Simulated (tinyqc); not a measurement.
## Electron mobility in a silicon inversion layer, empirical terms and Matthiessen rule: universality: two dopings at the same effective field

Inversion layer of sheet density Ns on a uniformly doped body. The mobility terms are empirical power laws with prefactors chosen for the exercise; adding their inverses (Matthiessen) is itself an approximation.

ni = sqrt(Nc Nv) exp(-Eg/(2 Vt)), Eg in volts; Ndep = sqrt(2 eps0 eps_r Nb (2 Vt ln(Nb/ni) + Vsb)/q); E = q (Ndep + eta Ns)/(eps0 eps_r), in MV/cm. With t = T/(300 K): muC = Ac (Ns/1e12 cm^-2) t/(Nb/1e17 cm^-3 + Nit/1e11 cm^-2), muP = Ap E^(-1/3) t^(-1.75), muS = As E^(-gs); 1/mu is the sum of the inverses. For each E, Ns is chosen to give that field on bodies with Nb = 2e17 and 1.2e18 cm^-3; the last column leaves out muC.

Parameters, values chosen for the exercise; material values close to those of silicon: temperature T = 400 K; band gap Eg = 1.11 eV; relative permittivity of the semiconductor eps_r = 11.7; conduction-band density of states at T Nc = 4.31e19 cm^-3; valence-band density of states at T Nv = 4.11e19 cm^-3; reverse body bias Vsb = 0.3 V; weight of the inversion charge in the effective field eta = 0.5; phonon-limited mobility at 1 MV/cm and 300 K Ap = 458 cm^2/(V s); roughness-limited mobility at 1 MV/cm As = 690 cm^2/(V s); exponent of the roughness term gs = 2; Coulomb prefactor Ac = 3000 cm^2/(V s); charge at the interface Nit = 5.9e10 cm^-2.

Constants: q = 1.602176634e-19 C, kB = 1.380649e-23 J/K, Vt = kB T/q, eps0 = 8.8541878128e-14 F/cm where lengths are in cm. Results are converted to the units shown.

Result of one run:
columns A: E (MV/cm); B: Ns, light body (cm^-2); C: mu, light (cm^2/(V s)); D: Ns, heavy body (cm^-2); E: mu, heavy (cm^2/(V s)); F: without muC (cm^2/(V s))
```
A             B       C          D       E       F
1.29  1.3400e13  156.44  8.1790e12  148.61  157.63
```

What becomes of these results when the effective field E is changed from 1.29 to 1.01 MV/cm, all else the same?

Result of the changed run:
columns A: E (MV/cm); B: Ns, light body (cm^-2); C: mu, light (cm^2/(V s)); D: Ns, heavy body (cm^-2); E: mu, heavy (cm^2/(V s)); F: without muC (cm^2/(V s))
```
A             B       C          D       E       F
1.01  9.7789e12  193.47  4.5581e12  172.62  195.98
```

The whole series:
columns A: E (MV/cm); B: Ns, light body (cm^-2); C: mu, light (cm^2/(V s)); D: Ns, heavy body (cm^-2); E: mu, heavy (cm^2/(V s)); F: without muC (cm^2/(V s))
```
A              B       C          D       E       F
0.697  5.7313e12  248.77  5.1051e11  99.283  255.96
0.788  6.9081e12  230.94  1.6873e12  163.89  236.05
0.891  8.2401e12  212.54  3.0192e12  176.40  216.15
1.01   9.7789e12  193.47  4.5581e12  172.62  195.98
1.14   1.1460e13  175.02  6.2392e12  162.30  176.77
1.29   1.3400e13  156.44  8.1790e12  148.61  157.63
1.45   1.5469e13  139.32  1.0248e13  134.36  140.14
1.64   1.7926e13  122.04  1.2705e13  118.97  122.58
```

The heavily doped body has 0.399 of the mobility of the light one in the first row and 0.975 in the last; there they lie 2.9 % below and 0.44 % below the curve without Coulomb scattering, which depends on E alone. The heavy body leaves that curve at low E because its field comes mostly from depletion charge and few carriers screen.

Computed by the program tinyqc: `OMP_NUM_THREADS=1 python tinyqc.py 2510114 2510115 out.jsonl`, one thread of a shared Intel Xeon 2.30GHz, about 0.01 s for the whole run.
